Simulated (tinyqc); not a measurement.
Quaternary alloy A(x)B(1-x)C(y)D(1-y) matched to a substrate: sweeps and comparisons. A value that a table varies takes the place of the one given here.

Q(x,y) = x y Q_AC + x (1 - y) Q_AD + (1 - x) y Q_BC + (1 - x)(1 - y) Q_BD for the lattice constant. Gap, rule 1: Q(x,y) - x (1 - x)[y C_ABC + (1 - y) C_ABD] - y (1 - y)[x C_ACD + (1 - x) C_BCD]. Rule 2 (mean of ternaries): {x (1 - x)[y T_ABC(x) + (1 - y) T_ABD(x)] + y (1 - y)[x T_ACD(y) + (1 - x) T_BCD(y)]}/{x (1 - x) + y (1 - y)}, T_ABC(x) = x E_AC + (1 - x) E_BC - C_ABC x (1 - x), T_ACD(y) = y E_AC + (1 - y) E_AD - C_ACD y (1 - y), and alike. Only the Gamma valley is followed.

Matching a(x,y) = a_s gives x = (a_s - y a_BC - (1 - y) a_BD)/(y (a_AC - a_BC) + (1 - y)(a_AD - a_BD)).
Constants: hc = 1239.841984 eV nm.

Values chosen for the exercise (AC, AD, BC, BD near GaAs, GaP, InAs and InP; substrate near InP; the results hold for these values, not for the real material): a = (5.648, 5.444, 6.064, 5.87) angstrom (lattice constants of AC, AD, BC, BD); Eg = (1.51, 2.846, 0.417, 1.417) eV (gaps at Gamma of AC, AD, BC, BD); Cb = (0.525, 0.68, 0.196, 0.095) eV (bowing of ABC, ABD, ACD, BCD); a_s = 5.87 angstrom (substrate); y = 0.09 (fraction of C).

## Along the matched line

x follows from y.

Results:
```
y          x  bilinear (eV)  rule 1 (eV)  rule 2 (eV)  wavelength 1 (nm)  wavelength 2 (nm)
0.03  0.0137         1.4064       1.3945       1.4016                889                885
0.15  0.0686         1.3615       1.3066       1.3389                949                926
0.27  0.1237         1.3126       1.2222       1.2744               1014                973
0.39  0.1792         1.2597       1.1416       1.2082               1086               1026
0.51  0.2351         1.2026       1.0649       1.1402               1164               1087
0.63  0.2912         1.1415       0.9923       1.0697               1249               1159
0.75  0.3477         1.0762       0.9240       0.9952               1342               1246
0.87  0.4045         1.0067       0.8601       0.9125               1442               1359
0.99  0.4616         0.9330       0.8008       0.8071               1548               1536
```

How do the results move?

The matched alloys span 0.801 to 1.394 eV by rule 1, monotonically in y. Along the line dx/dy is +0.457 between the first two rows and +0.476 between the last two. In energy the two rules differ most at y = 0.63, by 77 meV (90 nm there), which measures how far the ternary data leave the interior open. Miscibility gaps are not considered.

## What each parameter does

x is matched anew each time. Each row changes one parameter from the base and keeps the others.

Results:
```
case                                           x  rule 1 (eV)  rule 2 (eV)
base                                      0.0411       1.3501       1.3704
y = 0.1                                   0.0456       1.3428       1.3652
a_s = 5.874 angstrom                      0.0317       1.3428       1.3599
Cb = (0.63, 0.816, 0.235, 0.114) eV       0.0411       1.3432       1.3676
Eg = (1.56, 2.846, 0.417, 1.417) eV       0.0411       1.3503       1.3706
a = (5.658, 5.444, 6.064, 5.87) angstrom  0.0412       1.3502       1.3705
```

How do the results move?

The largest shifts from the base row, up to three for each result and ties (the steps differ in size, so this ranks the rows, not the parameters). x: a_s -0.0094, y +0.0046, a +0.0001; unchanged at the printed digits by Cb and Eg. rule 1 (eV): y -0.0073, a_s -0.0073, Cb -0.0069. rule 2 (eV): a_s -0.0106, y -0.0052, Cb -0.0028.

Computed by tinyqc, a small Python program: `OMP_NUM_THREADS=1 python tinyqc.py 1081039 1081040 out.jsonl` (the numbers bound the seed that draws the inputs); one thread of a shared host (Intel(R) Xeon(R) Processor @ 2.30GHz), about 0.01 s for the whole set of steps.
